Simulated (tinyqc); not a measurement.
Comparisons within one model: short-period [001] superlattice in sp3s* tight binding. A value that a table varies takes the place of the one given here.

Planes alternate anion, cation along [001], a/4 apart; at zero in-plane momentum s, pz, s* form one block. All levels of A are shifted so that its Ev (lower root of [[Epa, Vxx], [Vxx, Epc]]) is 0, and those of B so that its Ev is -dEv. A monolayer is an anion plane and the cation plane above it; an anion between unlike cations takes the mean of the two anion levels; each bond takes the couplings of its cation. Block from an anion to the cation above: U with Vss/2 (s,s), Vsapc/2 (s,z), -Vscpa/2 (z,s), Vxx/2 (z,z), Vxapc/2 (s*,z), -Vpaxc/2 (z,s*); to the cation below: the same with the s-z and s*-z signs reversed. The cell of n + m monolayers is closed with the phase exp(2 pi i q). No spin-orbit coupling. In this block 2 (n + m) levels are filled.

For the two lowest empty levels at q = 0: energy, share of the cation weight on A, and Gamma character, the share of the cation amplitudes with Fourier index |j|/(n + m) < 1/4 along the stack (near 1: Gamma-like, near 0: folded from X).

Parameters, chosen for this exercise (A near a published set for GaAs, B for AlAs; not measured data):
```
symbol  value                                                                                           unit      meaning
pA      (-8.327, 1.038, -2.662, 3.667, 8.604, 6.728, -6.441, 1.953, 5.085, 4.478, 5.778, 4.851, 4.798)  eV        order Esa, Epa, Esc, Epc, Exa, Exc, Vss, Vxx, Vxy, Vsapc, Vscpa, Vxapc, Vpaxc
pB      (-7.507, 0.986, -1.161, 3.59, 7.502, 6.743, -6.659, 1.883, 4.296, 5.11, 5.494, 4.521, 4.998)    eV        the same for B
dEv     0.47                                                                                            eV        valence offset: Ev(B) lies this far below Ev(A)
a       5.649                                                                                           angstrom  lattice constant, taken common; strain is left out
nw      19                                                                                                        monolayers of A
n2      10                                                                                                        monolayers of A
m2      6                                                                                                         monolayers of B
```

## Equal layers of growing thickness

n = m.

Lowest empty levels:
```
n = m  layer (angstrom)  E1 (eV)  on A  Gamma  E2 (eV)  on A  Gamma
2                   5.6   1.9167  0.51   0.15   1.9670  0.66   0.81
3                   8.5   1.9006  0.23   0.00   1.9250  0.76   0.95
4                  11.3   1.8603  0.38   0.32   1.9042  0.59   0.75
6                  16.9   1.8087  0.82   0.89   1.8455  0.12   0.14
8                  22.6   1.7485  0.93   0.99   1.8312  0.01   0.01
10                 28.2   1.7029  0.96   0.99   1.8274  0.00   0.00
12                 33.9   1.6702  0.97   1.00   1.8231  0.01   0.00
14                 39.5   1.6463  0.98   1.00   1.8196  0.01   0.00
18                 50.8   1.6150  0.99   1.00   1.7929  0.95   0.98
```

At zero in-plane momentum (the in-plane X valleys are left out) the lowest level is X-like for n = 2, 3 and 4 and Gamma-like for the others (a Gamma weight between about 0.35 and 0.65 marks an even mixture, at the crossover). Thin layers push the light Gamma electron up past the heavy X electron, whose share on A runs from 0.23 to 0.51, so for n = 3 it lies apart from the holes in A (type II); the crossover lies between n = 4 and 6. The crossover moves with dEv and with the electron mass, which this model makes too heavy, so it comes at thinner layers than in the real system. At n = 18 the lowest level lies 0.072 eV above the lowest bulk edge of the two crystals, with 99 % of its cation weight on A.

## Miniband width against barrier thickness

nw monolayers of A and m of B; lowest empty level at q = 0 and q = 1/2. The decay constant is ln(width(4)/width(6)) over two monolayers, each a/2 thick.

Lowest miniband:
```
m  E(q = 0) (eV)  E(q = 1/2) (eV)  width (meV)  Gamma character
1         1.5743           1.6323       58.056             0.99
2         1.5908           1.6241       33.322             1.00
3         1.5990           1.6184       19.454             1.00
4         1.6034           1.6149       11.482             1.00
5         1.6060           1.6127        6.697             1.00
6         1.6074           1.6113        3.956             1.00
8         1.6087           1.6101        1.362             1.00
```

decay constant = 0.1886 1/angstrom

The width falls from 58.1 to 1.36 meV, as exp(-kappa d) with kappa = 0.189 1/angstrom, which stands for the decay constant of the barrier at this energy: each monolayer costs a factor 1.70. The level at q = 0 rises by 34 meV towards that of a single well.

## What each change does

A cell with n = n2 and m = m2. Each row changes one parameter from the base and keeps the others.

Results:
```
case           E1 (eV)  A share 1  Gamma 1  E2 (eV)  A share 2  Gamma 2
base            1.6969       0.95     0.99   1.8416       0.02     0.00
n2 = 12         1.6654       0.96     1.00   1.8413       0.02     0.00
m2 = 8          1.7013       0.95     0.99   1.8310       0.01     0.00
dEv = 0.57 eV   1.6897       0.94     0.98   1.7442       0.03     0.02
```

The largest shifts from the base row, up to three for each result and ties (the steps differ in size, so this ranks the rows, not the parameters). E1 (eV): n2 -0.0315, dEv -0.0072, m2 +0.0045. A share 1: n2 +0.01, dEv -0.01; unchanged at the printed digits by m2. Gamma 1: dEv -0.01, n2 +0.00; unchanged at the printed digits by m2. E2 (eV): dEv -0.0974, m2 -0.0106, n2 -0.0003. A share 2: m2 -0.02, dEv +0.00; unchanged at the printed digits by n2. Gamma 2: dEv +0.01; unchanged at the printed digits by n2 and m2.

(tinyqc, `OMP_NUM_THREADS=1 python tinyqc.py 1451292 1451293 out.jsonl`, Intel(R) Xeon(R) Processor @ 2.30GHz, 1 thread, shared host, about 0.6 s.)
